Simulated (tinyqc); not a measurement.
Tight binding, dimerised chain, step by step. One step of it, computed by the program tinyqc.

Problem. Open chain of 3 cells. The same hoppings without the wrap-around bond.

H of the open chain (eV):
```
[[0.000000, -0.530000, 0.000000, 0.000000, 0.000000, 0.000000],
 [-0.530000, 0.000000, -0.560000, 0.000000, 0.000000, 0.000000],
 [0.000000, -0.560000, 0.000000, -0.530000, 0.000000, 0.000000],
 [0.000000, 0.000000, -0.530000, 0.000000, -0.560000, 0.000000],
 [0.000000, 0.000000, 0.000000, -0.560000, 0.000000, -0.530000],
 [0.000000, 0.000000, 0.000000, 0.000000, -0.530000, 0.000000]]
```

Give: levels; weights of the highest filled level on the sites.

Solution.

levels (eV): [-0.9812, -0.6758, -0.2245, 0.2245, 0.6758, 0.9812]

weights of the highest filled level on the sites: [0.2805, 0.0503, 0.1692, 0.1692, 0.0503, 0.2805]

The bulk gap runs from -0.0300 to 0.0300 eV; no level of this chain lies inside it.
